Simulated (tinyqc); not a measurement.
Implant damage, amorphisation by cascade overlap, and solid-phase epitaxial regrowth: one step, computed by the program tinyqc. Command: `OMP_NUM_THREADS=1 python tinyqc.py 3112219 3112220 out.jsonl sper walk`. One thread of a shared host (Intel(R) Xeon(R) Processor @ 2.30GHz), about 0.01 s of CPU time with the checks.

Range and width of the damage are inputs. Dynamic annealing enters only through the surviving share f.

Problem. The amorphous layer. Displaced share x(z) = f nu Q exp(-(z - R_d)^2/(2 s_d^2))/(sqrt(2 pi) s_d N); the layer is amorphous where x > x_c, between R_d -/+ s_d sqrt(2 ln(x_max/x_c)), the upper edge being cut at the surface. Threshold dose Q_c = Q x_c/x_max.

Inputs (values chosen for the exercise, modelled on antimony ions in germanium):
```
quantity                           value    unit
atomic density N                    44.2  1/nm^3
depth of the damage peak R_d          33      nm
width of the damage profile s_d       18      nm
share of defects that survive f     0.49       -
critical displaced share x_c        0.19       -
dose Q                           5.6e+14  1/cm^2
```

displacements per ion nu = 1888.688

Give: peak displaced share x_max; threshold dose Q_c; upper edge; lower edge.

Solution.

peak displaced share x_max = 2.599

threshold dose Q_c = 4.094e+13 1/cm^2

upper edge = 0 nm

lower edge = 74.17 nm

The layer reaches the surface. Caution: x above 1 counts atoms displaced more than once.
